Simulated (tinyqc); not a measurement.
Worked calculation: coupled-perturbed Hartree-Fock on RHF in the 6-31g basis, for H2, spin multiplicity 1. One step of it, computed by the program tinyqc.

Question. Coupled step 1. U_ai = -(mu_ai + sum_bj [4 (ai|bj) - (ab|ij) - (aj|bi)] U_bj) / (e_a - e_i); alpha = -4 sum U_ai mu_ai.

uncoupled U:
```
           i1
a2   1.896189
a3   0.000000
a4  -0.031369
```

dipole integrals <a|z|i> (bohr):
```
           i1
a2  -1.265853
a3   0.000000
a4   0.051592
```

orbital energies (hartree): MO1 -0.514954, MO2 0.152623, MO3 0.931191, MO4 1.129723

Two-electron integrals over orbitals (pq|rs), unique and non-zero (hartree):
```
(11|11) 0.554804    (21|21) 0.111719    (22|11) 0.440250    (22|22) 0.403249
(31|11) 0.128675    (31|22) 0.070561    (31|31) 0.091430    (32|21) 0.015570
(32|32) 0.039159    (33|11) 0.498997    (33|22) 0.405666    (33|31) 0.118026
(33|33) 0.474495    (41|21) -0.079939   (41|32) -0.052314   (41|41) 0.105971
(42|11) -0.134852   (42|22) -0.074743   (42|31) -0.081040   (42|33) -0.120875
(42|42) 0.083536    (43|21) -0.124814   (43|32) -0.044010   (43|41) 0.124131
(43|43) 0.179116    (44|11) 0.554741    (44|22) 0.447668    (44|31) 0.164642
(44|33) 0.527134    (44|42) -0.160036   (44|44) 0.613252
```

Give: U after step 1; polarisability.

Answer.

U after step 1:
```
        i1
a2  2.1898
a3  0.0000
a4  0.0851
```

polarisability = 11.0701 bohr^3
